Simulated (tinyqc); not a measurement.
# Input admittance of a MOSFET at zero drain bias: distributed channel and distributed gate: what changes with what

Source and drain grounded, strong inversion, w = 2 pi f, Cox = eps0 eox/tox. The channel is an RC line of resistance 1/(mu Cox Vo) per square fed from both ends, so one finger has the intrinsic admittance y = i w Cox L tanh(g)/g per width, g = (1/2) sqrt(i w tau), tau = L^2/(mu Vo). The vertical resistance rv/L is in series with y, the overlaps 2 i w Cov in parallel: y_t = 1/(1/y + rv/L) + 2 i w Cov. The gate strip is a line of Rsh/L per length loaded by y_t, so a finger has Y = y_t Wf tanh(k)/k, k = (Wf/sd) sqrt(y_t Rsh/L); the device has Nf Y.

Inputs (values chosen for the exercise); values of the order met in silicon radio-frequency transistors: relative permittivity of the gate insulator (close to silicon nitride) eox = 7.58; insulator thickness tox = 13 nm; channel length L = 1.5 um; finger width Wf = 0.93 um; number of fingers Nf = 8; channel mobility mu = 300 cm^2/(V s); gate overdrive Vo = 0.53 V; sheet resistance of the gate Rsh = 30 ohm/square; vertical resistivity of the gate stack rv = 6.7 ohm um^2; number of ends at which a finger is contacted sd = 1; overlap and fringe capacitance on each side Cov = 0.4 fF/um; frequency f = 13 GHz.

Constants: eps0 = 8.8541878128e-14 F/cm where lengths are in cm. Results are converted to the units shown.

Each table varies one quantity; the others keep the values above.

## Input impedance against frequency

Low-frequency limits, with c = Cox L and ct = c + 2 Cov: R_strip = Rsh Wf/(3 sd^2 L Nf), R_ch = (c/ct)^2 L/(12 mu Cox Vo Wf Nf), R_vert = (c/ct)^2 rv/(L Wf Nf), C = ct Wf Nf. Z = 1/(Nf Y) = R + 1/(i w C), Q = |Im Z|/R, far-point signal |1/cosh k|.

The same in every row: low-frequency R (ohm) = 169.4.

Input impedance against frequency:

| f (GHz) | w tau | \|k\| | R (ohm) | C (fF) | Q | signal at the far point |
|---|---|---|---|---|---|---|
| 0.1 | 0.08891 | 0.009636 | 169.4 | 63.57 | 147.8 | 1.000 |
| 0.3 | 0.2667 | 0.01669 | 169.4 | 63.56 | 49.27 | 1.000 |
| 0.9 | 0.8002 | 0.02887 | 169.3 | 63.49 | 16.45 | 1.000 |
| 2 | 1.778 | 0.04278 | 169.0 | 63.20 | 7.449 | 0.9999 |
| 6 | 5.335 | 0.07042 | 166.1 | 60.46 | 2.642 | 0.9991 |
| 20 | 17.78 | 0.1007 | 139.8 | 43.59 | 1.305 | 0.9969 |
| 40 | 35.57 | 0.1185 | 98.63 | 29.80 | 1.354 | 0.9959 |
| 100 | 88.91 | 0.1571 | 48.84 | 19.63 | 1.660 | 0.9937 |
| 300 | 266.7 | 0.2291 | 19.23 | 13.17 | 2.094 | 0.9890 |

R falls from 169 to 19.2 ohm and C falls from 63.6 to 13.2 fF. Q goes as f^(-1.00) between the first two rows and f^(0.21) between the last two, where w tau = 267 and |k| = 0.229. The low-frequency limits hold both R and C within 5 % up to f = 6 GHz among the rows.

## Effect of the gate overdrive

Same model as above.

Effect of the gate overdrive:

| Vo (V) | w tau | \|k\| | R (ohm) | low-frequency R (ohm) | C (fF) | Q | signal at the far point |
|---|---|---|---|---|---|---|---|
| 0.2 | 30.63 | 0.07008 | 285.7 | 446.8 | 32.38 | 1.323 | 0.9985 |
| 0.35 | 17.50 | 0.08153 | 212.2 | 255.9 | 43.94 | 1.313 | 0.9980 |
| 0.5 | 12.25 | 0.08964 | 162.6 | 179.5 | 51.04 | 1.475 | 0.9978 |
| 0.65 | 9.425 | 0.09512 | 130.3 | 138.4 | 55.15 | 1.704 | 0.9977 |
| 0.8 | 7.658 | 0.09882 | 108.2 | 112.7 | 57.62 | 1.964 | 0.9978 |
| 0.95 | 6.449 | 0.1014 | 92.37 | 95.07 | 59.17 | 2.240 | 0.9979 |
| 1.1 | 5.569 | 0.1032 | 80.52 | 82.28 | 60.20 | 2.526 | 0.9981 |
| 1.25 | 4.901 | 0.1045 | 71.35 | 72.56 | 60.91 | 2.817 | 0.9982 |

What does the table show?

As Vo goes from 0.2 to 1.25, R falls from 286 to 71.4 ohm, C rises from 32.4 to 60.9 fF and Q goes from 1.32 through a minimum of 1.31 (at Vo = 0.35 among the rows listed) to 2.82. Only the channel term depends on Vo.

tinyqc, about 0.01 s, one thread, Intel Xeon 2.30GHz (shared host): `OMP_NUM_THREADS=1 python tinyqc.py 2262249 2262250 out.jsonl`
